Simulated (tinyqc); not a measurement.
From mixing enthalpy H_mix back to first-pair interaction V1: cluster expansion of a binary alloy: correlations, fit, cross-validation and ground states. Computed by tinyqc, a small Python program. Command: `OMP_NUM_THREADS=1 python tinyqc.py 3002426 3002427 out.jsonl clex inv`. One thread of a shared host (Intel(R) Xeon(R) Processor @ 2.30GHz), about 0.08 s of CPU time with the checks.

s = +1 for A and -1 for B. Energy per site E = J0 + J1 P(point) + sum over clusters of m V P, with P the mean product of spins; V > 0 on a pair favours unlike neighbours. Clusters per site m: pair 1 2, pair 2 2, pair 3 2, triplet 4; the triplet is two first-neighbour bonds at a right angle. Formation energies are counted from the line between pure A and pure B, which removes J0 and J1.

Inputs (values chosen for the exercise, for a model alloy):
```
quantity                    value  unit
second-pair interaction V2     20   meV
third-pair interaction V3    0.47   meV
triplet interaction Vt         -9   meV
temperature T                1600     K
fraction x of B              0.89     -
```

Lattice: square.

Constants: k_B = 8.617333262e-05 eV/K.

Method. Random alloy: P(pair) = p^2, P(triplet) = p^3, p = 1 - 2x, so H_mix = (p^2 - 1) sum m V(pairs) + (p^3 - p) m Vt; G_mix = H_mix + k_B T [x ln x + (1 - x) ln(1 - x)]. To first order in 1/T the Warren-Cowley parameter of shell 1 is alpha_1 = -(1 - p^2) V_eff/(k_B T), V_eff = V1 + (number of triplets on a first-neighbour bond) p Vt, that number being 4.

Problem. A run gave the result below. Find the first-pair interaction V1, known to lie between 28 and 56 meV.

mixing enthalpy H_mix = -59.61718 meV/site

Solution.

Each step takes the trial c = (a f_b - b f_a)/(f_b - f_a), f being the result less the target and a, b, c the logarithms of the listed values; c replaces end b, the old b replaces a if the sign of f changed, and otherwise f_a is halved.

Scan of the range:
```
first-pair interaction V1 (meV)  mixing enthalpy H_mix (meV/site)
28.0                                                     -48.9578
31.4                                                     -51.6207
35.3                                                     -54.6752
39.6                                                     -58.0430
44.4                                                     -61.8023
49.9                                                     -66.1099
56.0                                                     -70.8874
```

False position (Illinois rule, in the logarithm of the input) inside the bracket:
```
step    end a    end b    trial  mixing enthalpy H_mix (meV/site)
1     39.6000  44.4000  41.5434                          -59.5650
2     44.4000  41.5434  41.6079                          -59.6155
3     44.4000  41.6079  41.6120                          -59.6187
4     41.6079  41.6120  41.6100                          -59.6172
```

Mixing enthalpy H_mix falls at every point of a 13-point scan of the range (every second point is shown), so one value fits; it is bracketed by 39.6 and 44.4. The scan shows a straight line, so linear interpolation between any two rows gives the answer at once. Answer: first-pair interaction V1 = 41.61 meV.
